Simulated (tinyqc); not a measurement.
Worked calculation: vacuum evaporation: vapour pressure, source flux, thickness distribution, purity and step coverage. Computed by tinyqc, a small Python program that keeps every step. Command: `OMP_NUM_THREADS=1 python tinyqc.py 3113352 3113353 out.jsonl evap walk`. One thread of a shared host (Intel(R) Xeon(R) Processor @ 2.30GHz), about 0.01 s of CPU time with the checks. Intermediate numbers are printed to about 7 digits and carried at full precision; extremes and crossings named in words are read from the listed rows.

Molecular flow, unit sticking of the metal, no re-evaporation. The background gas is taken as water vapour (18.015 g/mol, collision diameter 0.37 nm) at 300 K.

Inputs (values chosen for the exercise, modelled on germanium, with constants for the liquid): molar mass M = 72.63 g/mol; film density rho = 5.32 g/cm^3; vapour-pressure constant A = 10.69; vapour-pressure constant B = 17550 K; source temperature T = 1640 K; source area = 2.1 cm^2; directionality n = 1; source-to-wafer distance h = 29 cm; wafer radius R = 5 cm; source offset from the axis s/h = 0.66; background pressure p = 7e-05 Pa; sticking of background gas = 0.4; aspect ratio of a trench = 3.3.

Constants: u = 1.6605390666e-27 kg; k_B = 1.380649e-23 J/K; R = 8.314462618 J/(mol K).

## Vapour pressure and flux

log10(p_v/Pa) = A - B/T; flux from the surface Phi = p_v/sqrt(2 pi m k_B T), m = M u. Mass loss = Phi x area x m; heat of evaporation = ln(10) R B; d ln Phi/dT = ln(10) B/T^2 - 1/(2 T).

vapour pressure p_v = 0.9744970 Pa

flux Phi = 7.439511e+17 1/(cm^2 s)

mass loss = 0.6783149 g/h

heat of evaporation = 335.9905 kJ/mol

change of flux per kelvin = 1.471980 %/K

Holding the rate to 1 % needs the temperature to about 0.68 K.

## Rate and uniformity on a fixed wafer above the source

A small source emits (n + 1) Phi area cos^n(phi)/(2 pi) per solid angle; on a parallel plane at height h and lateral distance l the arrival rate is (n + 1) Phi area/(2 pi h^2) x (1 + (l/h)^2)^(-(n + 3)/2). Growth rate = arrival rate x m/rho, m = M u. The wafer is fixed and centred above the source.

arrival rate at the centre = 5.913136e+14 1/(cm^2 s)

growth rate at the centre = 0.1340514 nm/s

edge over centre = 0.9430967

non-uniformity (max - min)/(max + min) = 2.928487 %

share of the material that lands on the wafer, 1 - (1 + (R/h)^2)^(-(n + 1)/2) = 2.886836 %

## Offset source and rotation

Rotating wafer, source offset by s and facing upwards: thickness at radius r is the mean over the angle a of (1 + (r^2 + s^2 - 2 r s cos a)/h^2)^(-(n + 3)/2), by 360 equal steps; non-uniformity (max - min)/(max + min) over 21 radii from 0 to R.

centre thickness relative to an axial source = 0.4852138

edge over centre, rotating = 0.9956465

non-uniformity, rotating = 0.2181520 %

## Choosing the offset

The curvature at the centre vanishes at s/h = sqrt(2/(n + 3)).

Against the offset:
```
s/h  centre thickness  edge over centre  non-uniformity (%)
0.0          1.000000          0.943097            2.928487
0.2          0.924556          0.951118            2.505326
0.4          0.743163          0.970146            1.515323
0.5          0.640000          0.980661            0.976393
0.6          0.540657          0.990422            0.481227
0.7          0.450430          0.998818            0.059112
0.8          0.371802          1.005601            0.279270
0.9          0.305241          1.010781            0.536184
1.1          0.204746          1.017073            0.846406
```

The best row, s/h = 0.7, has 0.059 % against 2.9 % on the axis, at the price of a rate lower by a factor 2.22; the small-wafer optimum is sqrt(2/(n + 3)) = 0.71.

## Scattering and purity

Mean free path lambda = k_B T_g/(sqrt2 pi d^2 p); unscattered share exp(-h/lambda); gas arrival p/sqrt(2 pi m_g k_B T_g); impurity ratio = sticking x gas arrival/metal arrival; monolayer time = 1e15 cm^-2/(sticking x gas arrival).

mean free path = 97.28327 m

unscattered share = 0.9970235

gas arrival rate = 2.508789e+14 1/(cm^2 s)

impurity ratio = 0.1697096

monolayer time = 9.964967 s

The gas that sticks amounts to more than a tenth of the metal, although few metal atoms scatter on the way: purity, not the free path, sets the vacuum needed.

## A trench at the wafer edge

Fixed wafer, axial point source, trench running tangentially at r = R: the beam arrives at tan(a) = R/h. Shadowed share of the floor = aspect ratio x tan(a) (at most 1); the wall facing the source grows at tan(a) times the field rate, the other wall not at all.

angle a = 9.782407 degrees

shadowed share of the floor = 0.5689655

wall over field thickness = 0.1724138

Checks made by the program: share on the wafer by quadrature (relative difference 2e-09).
